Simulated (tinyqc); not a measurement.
Field length and prefactor from two substrate currents.

Question. For Em = (Vd - Vdsat)/l, Isub/Id = (Ai/Bi)(Vd - Vdsat) exp(-Bi l/(Vd - Vdsat)), and l = sqrt(3 tox xj). Find l, Ai and xj.

Values chosen for this exercise:
- tox = 4.2 nm (oxide thickness)
- Bi = 1.73 MV/cm (ionisation field)

Isub/Id at Vd - Vdsat = 1.3 and 1.8 V: [0.0411669286, 0.154835922]

Answer. ln[Isub/(Id (Vd - Vdsat))] is linear in 1/(Vd - Vdsat) with slope -Bi l.

l = 27.03 nm
Ai = 2.000e6 1/cm
xj = 58.00 nm

Computed by the program tinyqc: `OMP_NUM_THREADS=1 python tinyqc.py 2550119 2550120 out.jsonl`, one thread of a shared Intel Xeon 2.30GHz, about 0.01 s for the whole run.
